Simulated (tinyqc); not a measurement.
Dopants and charged point defects at anneal temperature: Fermi-level effect, clustering and pairing: one step, computed by the program tinyqc.

Boltzmann statistics and full ionisation of active dopants. Energies are counted from the valence band; the defect (a vacancy or self-interstitial) has five charge states, with all degeneracy factors one.

Problem. Carrier density and Fermi level. n = A/2 + sqrt(A^2/4 + n_i^2) for an active density A. chi = n/n_i (for acceptors n_i/p); E_F = E_i + k_B T ln chi; field enhancement h = 1 + A/sqrt(A^2 + 4 n_i^2).

Inputs (values chosen for the exercise, with bands modelled on silicon): anneal temperature T = 1030 K.

Dopant: donor. Second part: clustering of the dopant.

active density A = 1.616440e+19 cm^-3

n_i = 1.120221e+18 cm^-3

E_i = 0.4152215 eV

k_B T = 0.08875853 eV

Give: n; chi; E_F; field enhancement h.

Solution.

n = 1.624e+19 cm^-3

chi = 14.50

E_F = 0.6526 eV

field enhancement h = 1.991

The doping is 14.4 n_i: extrinsic conditions.
